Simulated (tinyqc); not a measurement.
Worked calculation (part 2 of 2): UHF in the 3-21g basis, for H2, spin multiplicity 1. Computed by tinyqc, a small Python program that keeps every step (integrals from PySCF). Command: `OMP_NUM_THREADS=1 python tinyqc.py 29875 29876 out.jsonl` (the two numbers bound the seeds that draw the settings). One thread of a shared host (Intel(R) Xeon(R) Processor @ 2.60GHz), about 0.1 s of CPU time with the checks.

Geometry (angstrom):
```
atom         x         y         z
H     0.000000  0.000000  0.000000
H     0.000000  0.000000  1.235000
```

## Convergence

Stop when the energy changes by less than 1e-10 hartree and every element of the error matrix X^T (F D S - S D F) X (for each spin) is below 3e-06.

Course of the cycle:
```
iteration  E (hartree)     change  largest element of the error matrix
1          -1.01574617          -                             8.00e-02
2          -1.02895889  -1.32e-02                             4.72e-02
3          -1.03662219  -7.66e-03                             2.38e-02
4          -1.04090517  -4.28e-03                             1.20e-02
5          -1.04317210  -2.27e-03                             6.07e-03
6          -1.04433072  -1.16e-03                             3.06e-03
7          -1.04491879  -5.88e-04                             1.53e-03
8          -1.04522057  -3.02e-04                             7.66e-04
9          -1.04537407  -1.53e-04                             3.83e-04
10         -1.04545142  -7.74e-05                             1.91e-04
11         -1.04549025  -3.88e-05                             9.57e-05
12         -1.04550970  -1.95e-05                             4.78e-05
13         -1.04551944  -9.74e-06                             2.39e-05
14         -1.04552431  -4.87e-06                             1.20e-05
...                ...        ...                                  ...
17         -1.04552857  -6.09e-07                             1.49e-06
18         -1.04552887  -3.05e-07                             7.47e-07
19         -1.04552903  -1.52e-07                             3.74e-07
20         -1.04552910  -7.61e-08                             1.87e-07
21         -1.04552914  -3.81e-08                             9.34e-08
22         -1.04552916  -1.90e-08                             4.67e-08
23         -1.04552917  -9.52e-09                             2.34e-08
24         -1.04552917  -4.76e-09                             1.17e-08
25         -1.04552918  -2.38e-09                             5.84e-09
26         -1.04552918  -1.19e-09                             2.92e-09
27         -1.04552918  -5.95e-10                             1.46e-09
28         -1.04552918  -2.97e-10                             7.30e-10
29         -1.04552918  -1.49e-10                             3.65e-10
30         -1.04552918  -7.43e-11                             1.82e-10
```

PySCF UHF in the same basis, after a stability check = -1.04552918 hartree

Converged in 30 iterations.

## Populations, bond orders and dipole

D(alpha) after iteration 30:
```
          1H 1s     1H 2s     2H 1s     2H 2s
1H 1s  0.082595  0.156294  0.046344  0.074698
1H 2s  0.156294  0.295752  0.087696  0.141349
2H 1s  0.046344  0.087696  0.026004  0.041913
2H 2s  0.074698  0.141349  0.041913  0.067555
```

D(beta) after iteration 30:
```
          1H 1s     1H 2s     2H 1s     2H 2s
1H 1s  0.026004  0.041913  0.046344  0.087696
1H 2s  0.041913  0.067555  0.074698  0.141349
2H 1s  0.046344  0.074698  0.082595  0.156294
2H 2s  0.087696  0.141349  0.156294  0.295752
```

overlap S:
```
          1H 1s     1H 2s     2H 1s     2H 2s
1H 1s  1.000000  0.645899  0.089831  0.283479
1H 2s  0.645899  1.000000  0.283479  0.607202
2H 1s  0.089831  0.283479  1.000000  0.645899
2H 2s  0.283479  0.607202  0.645899  1.000000
```

Mulliken: Z minus the diagonal of D S on the atom; Loewdin: the same with S^(1/2) D S^(1/2); Mayer order: 2 sum_s sum (D(s) S)_ij (D(s) S)_ji over the two atoms.

Charges (e):
```
atom  Mulliken  Loewdin  Mulliken spin
1H           0        0       0.432545
2H           0        0      -0.432545
```

Mayer bond orders:
```
pair     order
2-1   0.812904
```

dipole moment about the origin, x y z (debye): 0.000000  0.000000  0.000000

<S^2> of the determinant (pure state: 0) = 0.139007
